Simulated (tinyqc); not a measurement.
Worked calculation: plane-wave Kohn-Sham cycle with exchange-only LDA in a layered model solid. One step of it, computed by the program tinyqc.

Task: Iteration 2: levels at that k. Diagonalise the Hermitian matrix.

H (hartree), order -3, -2, -1, +0, +1, +2, +3:
$$\begin{pmatrix}
2.540819 & -0.232723 & 0.001610 & 0.001597 & 0.000356 & 0.000103 & 0.000051 \\
-0.232723 & 0.998693 & -0.232723 & 0.001610 & 0.001597 & 0.000356 & 0.000103 \\
0.001610 & -0.232723 & 0.073417 & -0.232723 & 0.001610 & 0.001597 & 0.000356 \\
0.001597 & 0.001610 & -0.232723 & -0.235008 & -0.232723 & 0.001610 & 0.001597 \\
0.000356 & 0.001597 & 0.001610 & -0.232723 & 0.073417 & -0.232723 & 0.001610 \\
0.000103 & 0.000356 & 0.001597 & 0.001610 & -0.232723 & 0.998693 & -0.232723 \\
0.000051 & 0.000103 & 0.000356 & 0.001597 & 0.001610 & -0.232723 & 2.540819
\end{pmatrix}$$

Give: eigenvalues.

Result:

eigenvalues (hartree): [-0.454, 0.015, 0.233, 1.020, 1.025, 2.576, 2.576]
